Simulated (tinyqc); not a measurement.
Capacitance of parallel on-chip lines from Laplace's equation on a mesh: course of the relaxation.

Cross-section of an endless row of equal lines between two grounded planes; neighbours are driven in antiphase (+1 V and -1 V), so the plane midway between two lines is at 0 V. By symmetry one quarter is solved: x runs from the centre of a line (column 0, mirror) to that midplane (column 3, 0 V), y from the mid-height of the line (row 0, mirror) to the ground plane (row 3, 0 V). The line fills columns 0 to 1 and rows 0 to 1 at 1 V. Cells beside the line (below row 1) have e2, cells above have e1. Each link between nodes has the conductance g = mean permittivity of the two cells beside it (a cell beyond a mirror counts as 0), and the free nodes obey sum g (V_neighbour - V) = 0.

gx[j, i] joins node (row j, column i) to column i + 1, gy[j, i] to row j + 1.

One sweep visits the free nodes row by row from row 0, left to right, and replaces V by V + om (weighted mean of the neighbours - V), using new values at once.

Stop when no node changes by 1e-7 V. C = 4 eps0 sum g (difference of V along the link)^2, in aF/um.

Values chosen for this exercise:
```
symbol  value  unit                                          meaning
e1        2.4        relative permittivity above and below the lines
e2          7                relative permittivity between the lines
om        1.4                                 over-relaxation factor
```

V at the start (V):
```
,col 0,col 1,col 2,col 3
row 0,1,1,0,0
row 1,1,1,0,0
row 2,0,0,0,0
row 3,0,0,0,0
```

Course of the iteration:
```
sweep,C (aF/um),largest change (V)
1,251.504,0.532
2,233.809,0.233
3,228.159,0.113
4,227.760,0.0274
5,227.594,0.0277
6,227.567,7.46e-3
7,227.566,1.77e-3
8,227.565,1.20e-3
9,227.565,3.72e-4
10,227.565,2.41e-4
11,227.565,1.13e-4
12,227.565,2.01e-5
13,227.565,1.20e-5
14,227.565,3.60e-6
15,227.565,1.29e-6
16,227.565,1.12e-6
17,227.565,2.49e-7
18,227.565,1.03e-7
19,227.565,5.04e-8
```

Did this iteration meet its convergence test, and what does its course show?

Yes. Converged in 19 sweeps. Over the last four sweeps the change shrinks by about 0.44 a sweep. C comes down from above, since the solution minimises the energy.

Program tinyqc, `OMP_NUM_THREADS=1 python tinyqc.py 2790188 2790189 out.jsonl`; Intel Xeon 2.30GHz, shared host, one thread, about 1 s.
